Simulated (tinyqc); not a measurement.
Kissinger analysis: growth of a silicide layer between metal and silicon: linear-parabolic kinetics, ramp anneals and Kissinger analysis. Computed by tinyqc, a small Python program. Command: `OMP_NUM_THREADS=1 python tinyqc.py 3025382 3025383 out.jsonl silicide walk`. One thread of a shared host (Intel(R) Xeon(R) Processor @ 2.30GHz), about 0.09 s of CPU time with the checks.

One compound layer of thickness x grows by diffusion through itself and reaction at an interface, dx/dt = 1/(2x/K + 1/v), until the metal is used up at x = a h.

Inputs (values chosen for the exercise, modelled on TiSi2):

| quantity | value | unit |
|---|---|---|
| metal thickness h | 4.9 | nm |
| silicide formed per metal thickness a | 2.51 | - |
| prefactor of the parabolic constant K | 1.7e+11 | nm^2/s |
| activation energy E of K | 1.73 | eV |
| prefactor of the interface velocity v | 1.6e+11 | nm/s |
| activation energy E_v | 1.9 | eV |

Constants: k_B = 8.617333262e-05 eV/K.

Method:
- The silicide ends at the thickness a h.
- K = K0 exp(-E/(k_B T)), v = v0 exp(-E_v/(k_B T)).
- Temperatures in kelvin are T(C) + 273.15.
- Ramp from x = 0 at 100 C at the rate beta: dx/dT = (1/beta)/(2x/K + 1/v), integrated adaptively (tolerance 1e-9) until x = a h at T_f.
- Plot ln(beta/T_f^2) against 1/(k_B T_f), T_f in kelvin; minus the least-squares slope estimates the activation energy.

final thickness = 12.299 nm

Ramps:

| beta (C/s) | T_f (C) | 1/(k_B T_f) (1/eV) | ln(beta/T_f^2) |
|---|---|---|---|
| 0.03 | 477.07 | 15.468 | -16.747 |
| 0.1 | 508.24 | 14.851 | -15.625 |
| 0.3 | 539.02 | 14.288 | -14.603 |
| 1 | 575.63 | 13.672 | -13.488 |
| 3 | 612.00 | 13.110 | -12.473 |
| 10 | 655.58 | 12.495 | -11.365 |
| 30 | 699.18 | 11.935 | -10.358 |

Kissinger energy = 1.8082 eV

What follows from these numbers?

A thousandfold faster ramp raises the completion temperature by only 222 C. The fit gives 1.808 eV, against E = 1.73 eV for diffusion and E_v = 1.9 eV for the interface: it lies 46 % of the way from E to E_v, as both steps resist. Caution: nucleation and competing phases are left out; disilicides such as CoSi2 and the low-resistance form of TiSi2 start by nucleation and follow this law at best in part.

Extremes, crossings and ranges named in words are read from the listed rows.
